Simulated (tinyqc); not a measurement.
## Superjunction drift layer against a plain one, charge balance: effect of the charge imbalance (Nn - Np)/N

Alternating n and p pillars of equal width wp, doping N and length Lp. When depleted, the lateral field peaks at Ex = q N wp/(2 eps0 eps_r) at the pillar junctions and a uniform vertical field Ey is added; breakdown is taken where Ex^2 + Ey^2 = Ef^2. Only the n pillars conduct, narrowed by the zero-bias depletion. A first-order model: the field peaks at the pillar ends are left out.

Ec(N) = E16 (N/1e16 cm^-3)^(1/8), mu(N) = mi + (mx - mi)/(1 + (N/Nr)^0.9). Plain drift layer for BV: N solves BV = eps0 eps_r Ec(N)^2/(2 q N), W = 2 BV/Ec, Rsp = W/(q mu N). Ex = a Ef gives N = 2 eps0 eps_r a Ef/(q wp); Ey = Ef sqrt(1 - a^2); Lp = BV/Ey; xd = sqrt(eps0 eps_r Vb/(q N)) on each side; Rsp = 2 Lp/(q mu(N) N (1 - 2 xd/wp)). An imbalance dl leaves the mean net doping |dl| N/2, which tilts the vertical field by s = q |dl| N/(2 eps0 eps_r): BV(dl) = Ey Lp - s Lp^2/2, or Ey^2/(2 s) if the field reaches zero inside the pillar.

Parameters, values chosen for the exercise; values close to those of silicon:
```
symbol   value        unit                                     meaning
eps_r     11.3              relative permittivity of the semiconductor
E16      0.406       MV/cm    critical field at a doping of 1e16 cm^-3
mx        1320  cm^2/(V s)                      mobility at low doping
mi        95.5  cm^2/(V s)                     mobility at high doping
Nr      1.3e17       cm^-3            reference doping of the mobility
BV         810           V                    wanted breakdown voltage
wp           3          um                        width of each pillar
Ef         0.3       MV/cm           critical field inside the pillars
a         0.68                     lateral peak field as a share of Ef
Vb         0.8           V    built-in voltage of the pillar junctions
```

Constants: q = 1.602176634e-19 C, eps0 = 8.8541878128e-14 F/cm where lengths are in cm. Results are converted to the units shown.

The same in every row: N (cm^-3) = 8.4929e15; Lp (um) = 36.824; Rsp, pillars (mohm cm^2) = 5.2783; Rsp, plain (mohm cm^2) = 118.19.

Effect of the charge imbalance (Nn - Np)/N:
```
dl (%)  BV(dl) (V)
0           810.00
1           763.90
2           717.79
4           625.58
6           533.37
9           395.29
13          273.67
20          177.88
```

What does the comparison show?

As dl goes from 0 to 20 %, Rsp of the pillars stays at 5.28 mohm cm^2 and BV with the imbalance falls from 810 to 178 V. The loss is linear in |dl| while the field reaches through the pillar; it passes 10 % at |dl| = 1.76 %.

Computed by the program tinyqc: `OMP_NUM_THREADS=1 python tinyqc.py 2590122 2590123 out.jsonl`, one thread of a shared Intel Xeon 2.30GHz, about 0.01 s for the whole run.
